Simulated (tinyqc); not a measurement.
# Space-charge-limited current with shallow traps: from ohmic to space-charge-limited current

One carrier type, drift only, an injecting contact at x = 0 (zero field) and thickness L. The share th = y/(1 + y), y = (Nc/Nt) exp(-Et/kB T), of the injected charge is free: J = q mu n F, eps0 eps_r dF/dx = q (n - n0)/th.

Ohmic J = q n0 mu V/L; Mott-Gurney J = (9/8) th eps0 eps_r mu V^2/L^3; they cross at Vx = 8 q n0 L^2/(9 th eps0 eps_r); traps fill at V_TFL = q Nt L^2/(2 eps0 eps_r). Exact: with u = n0/n(L), w = -u - ln(1 - u) and v = -u - u^2/2 - ln(1 - u), V = (q n0 L^2/(th eps0 eps_r)) v/w^2 and J = q^2 n0^2 mu L/(th eps0 eps_r w).

Values chosen for this exercise: temperature T = 350 K; relative permittivity eps_r = 5.8; mobility mu = 6.1 cm^2/(V s); thickness L = 3400 nm; band density of states Nc = 6.5e19 cm^-3; trap density Nt = 7.9e15 cm^-3; trap depth Et = 0.54 eV; free carrier density in equilibrium n0 = 6.8e9 cm^-3.

Constants: q = 1.602176634e-19 C, kB = 1.380649e-23 J/K, Vt = kB T/q, eps0 = 8.8541878128e-14 F/cm where lengths are in cm. Results are converted to the units shown.

Results:

| V (V) | J (A/cm^2) | ohmic (A/cm^2) | Mott-Gurney (A/cm^2) | d ln J/d ln V |
|---|---|---|---|---|
| 0.13 | 2.641e-6 | 2.541e-6 | 2.090e-7 | 1.041 |
| 0.53 | 1.251e-5 | 1.036e-5 | 3.473e-6 | 1.218 |
| 1.1 | 3.267e-5 | 2.150e-5 | 1.496e-5 | 1.421 |
| 2.2 | 9.388e-5 | 4.300e-5 | 5.985e-5 | 1.621 |
| 4.3 | 2.936e-4 | 8.405e-5 | 2.286e-4 | 1.773 |
| 8.7 | 0.001065 | 1.701e-4 | 9.359e-4 | 1.877 |
| 17 | 0.003825 | 3.323e-4 | 0.003573 | 1.934 |
| 35 | 0.01566 | 6.841e-4 | 0.01515 | 1.967 |
| 70 | 0.06162 | 0.001368 | 0.06059 | 1.983 |

Estimate the missing row, V = 0.27 V.

Computed row:

| V (V) | J (A/cm^2) | ohmic (A/cm^2) | Mott-Gurney (A/cm^2) | d ln J/d ln V |
|---|---|---|---|---|
| 0.27 | 5.753e-6 | 5.278e-6 | 9.014e-7 | 1.098 |

With this row back in the table: The local exponent rises from 1.04 to 1.98, passing from ohmic towards the square law around Vx = 1.58 V. In the last row J is 1.7 % above the Mott-Gurney value. For V = 0.13, 0.27, 0.53, 1.1, 2.2 the voltage is under 100 kB T/q, where diffusion would add more than a third of the Mott-Gurney current.

Range of the model: Diffusion and a field-dependent mobility are left out. With injecting contacts the diffusion current, about 4 pi^2 Vt th eps0 eps_r mu V/L^3, equals the Mott-Gurney current at V = 35 kB T/q (0.9 V at 300 K), so the drift-only result needs V well above that.

Program tinyqc, `OMP_NUM_THREADS=1 python tinyqc.py 2370146 2370147 out.jsonl`; Intel Xeon 2.30GHz, shared host, one thread, about 0.01 s.
